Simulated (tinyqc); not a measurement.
Rapid thermal processing of a wafer: radiative balance, ramp and cooling, pattern effects, pyrometer error and spike budget: one step, computed by the program tinyqc.

The wafer is opaque and uniform through its thickness unless said otherwise; temperatures in formulas are in kelvin (C + 273.15). sigma = 5.670374419e-12 W/(cm^2 K^4).

Task: Power to hold and to ramp. Effective emissivity between parallel grey plates: eps_eff = 1/(1/eps + 1/(1 - r) - 1). Loss per area q(T) = 2 eps_eff sigma (T^4 - T_w^4) + h (T - T_w). Absorbed power during a ramp = q(T) + C d x ramp rate; thermal time constant tau = C d/(dq/dT), dq/dT = 8 eps_eff sigma T^3 + h; natural cooling rate q/(C d); front-to-back difference under one-sided heating at the end of the ramp = (absorbed power) d/(2 k).

Inputs (values chosen for the exercise, modelled on a hot silicon wafer):

| quantity | value | unit |
|---|---|---|
| wafer thickness d | 725 | micrometre |
| heat capacity per volume C | 2.19 | J/(cm^3 K) |
| thermal conductivity k | 0.23 | W/(cm K) |
| emissivity eps of each face | 0.56 | - |
| reflectivity of the chamber walls r | 0.21 | - |
| gas heat-transfer coefficient h, both faces together | 1.2 | mW/(cm^2 K) |
| wall temperature T_w | 500 | K |
| process temperature | 969 | C |
| ramp rate | 290 | K/s |

Give: eps_eff; holding power q; power at the end of the ramp; dq/dT; time constant tau; natural cooling rate; front-to-back difference.

Result:

eps_eff = 0.48744

holding power q = 13.705 W/cm^2

power at the end of the ramp = 59.750 W/cm^2

dq/dT = 43.578 mW/(cm^2 K)

time constant tau = 3.6434 s

natural cooling rate = 86.318 K/s

front-to-back difference = 9.4171 K

Radiation carries 94 % of the loss. The ramp needs 4.4 times the holding power.
